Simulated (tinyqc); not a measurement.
Plane-wave Kohn-Sham cycle with exchange-only LDA in a layered model solid, step by step. One step of it, computed by the program tinyqc.

Task: Iteration 2: potential. V_H(G) = 4 pi rho(G)/G^2 for G != 0 (uniform background); v_x = -(3 rho/pi)^(1/3); V = V_ext + V_H + v_x; Fourier components f(G_m) = (1/N) sum_j f(x_j) exp(-i G_m x_j).

A solid whose potential varies along x alone (atomic units):
```
parameter                      value
period a                    8.200000
cross-section of the cell  27.000000
electrons per cell                 4
grid points                       16
plane waves -n..n, n               3
k points                           3
V1 in V1 cos(2 pi x/a)     -0.140000
```

density after iteration 1 (e/bohr^3): [0.02007753, 0.02066446, 0.02172018, 0.02185559, 0.02031455, 0.01749736, 0.01447086, 0.01224999, 0.01144606, 0.01224999, 0.01447086, 0.01749736, 0.02031455, 0.02185559, 0.02172018, 0.02066446]

Give: Potentials on the grid; V(G_m), m = 0, 1, 2, ....

Result:

Potentials on the grid (hartree):
```
x         V_ext      V_H      v_x        V
0.0000  -0.1400   0.0879  -0.2676  -0.3198
0.5125  -0.1293   0.0844  -0.2702  -0.3152
1.0250  -0.0990   0.0722  -0.2748  -0.3016
1.5375  -0.0536   0.0482  -0.2753  -0.2807
2.0500        0   0.0121  -0.2687  -0.2566
2.5625   0.0536  -0.0309  -0.2557  -0.2330
3.0750   0.0990  -0.0721  -0.2400  -0.2131
3.5875   0.1293  -0.1016  -0.2270  -0.1993
4.1000   0.1400  -0.1123  -0.2219  -0.1942
4.6125   0.1293  -0.1016  -0.2270  -0.1993
5.1250   0.0990  -0.0721  -0.2400  -0.2131
5.6375   0.0536  -0.0309  -0.2557  -0.2330
6.1500        0   0.0121  -0.2687  -0.2566
6.6625  -0.0536   0.0482  -0.2753  -0.2807
7.1750  -0.0990   0.0722  -0.2748  -0.3016
7.6875  -0.1293   0.0844  -0.2702  -0.3152
```

V(G_m), m = 0, 1, 2, ... (hartree): [-0.2571, -0.0313, -0.0001, -0.0001, 0.0001, 0.0000, 0.0000]
